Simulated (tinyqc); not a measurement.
Worked calculation: tight-binding t2g bands of a cubic perovskite. Values are carried at full precision from step to step, so a last printed digit may differ when a step is redone from the rounded ones.

Orbitals yz, zx, xy (X, Y, Z below) times spin. E_xy = Dt + 2t (2 - cos x - cos y) + 2 td (1 - cos z) + 4 t2 (1 - cos x cos y) with x = kx a and so on; yz and zx follow by cyclic change, without Dt. Spin-orbit term -(Dso/3) L.sigma + Dso/3 with (L_k)_ij = -i epsilon_kij in X, Y, Z: for Dt = 0 the quartet lies at 0 and the doublet at Dso.

Constants: hbar^2/2m0 = 3.80998211 eV angstrom^2.

Inputs chosen for the exercise (of the size met in SrTiO3 and KTaO3; the results hold for these values, not for the real material): t = 0.354 eV (strong hopping); td = 0.039 eV (weak hopping); t2 = 0.031 eV (diagonal hopping in the plane of the orbital); Dt = 0.013 eV (shift of xy (tetragonal field or confinement)); k = (0.03, 0.05, 0.15) 2 pi/a (wave vector); Dso = 0.159 eV (spin-orbit splitting at Gamma); a = 4.024 angstrom (lattice constant).

## Orbital energies

Evaluate the three bands without spin-orbit coupling.

energies (eV): yz 0.3826, zx 0.3606, xy 0.1005

## The Hamiltonian

Add the spin-orbit term; + and - are the spin along z.

H(k) (eV), lower triangle (Hermitian):
```
          yz+       zx+      xy+      yz-     zx-     xy-
yz+    0.4356
zx+  -0.0530i    0.4136
xy+         0         0   0.1535
yz-         0         0   0.0530   0.4356
zx-         0         0  0.0530i  0.0530i  0.4136
xy-   -0.0530  -0.0530i        0        0       0  0.1535
```

## Levels and orbital weights

Diagonalise; the levels are twofold; weights summed over spin and averaged over the pair.

levels (eV): 0.1370  0.3707  0.4950

weights:
```
    pair 1  pair 2  pair 3
yz   0.021   0.418   0.561
zx   0.025   0.582   0.393
xy   0.954   0.001   0.046
```

The lowest pair is 95 % xy.

## Light and heavy masses without spin-orbit coupling

Along an axis in the plane of the orbital m/m0 = c/((t + 2 t2) a^2), and normal to it c/(td a^2); c = hbar^2/2m0.

masses (m0): light 0.566, heavy 6.033

ratio heavy/light = 10.67

## Levels at Gamma

At k = 0 the j_z = 3/2 pair stays at 0, and the other two pairs are E = (Dso + Dt)/2 -/+ sqrt((Dso + Dt)^2/4 - 2 Dso Dt/3).

levels at Gamma (eV): 0.0000  0.0084  0.1636

## Checks

- Levels at Gamma from the formula against the matrix: they agree to 1e-10 or better.

Computed by tinyqc, a small Python program: `OMP_NUM_THREADS=1 python tinyqc.py 1450938 1450939 out.jsonl` (the numbers bound the seed that draws the inputs); one thread of a shared host (Intel(R) Xeon(R) Processor @ 2.30GHz), about 0.01 s for the whole set of steps.
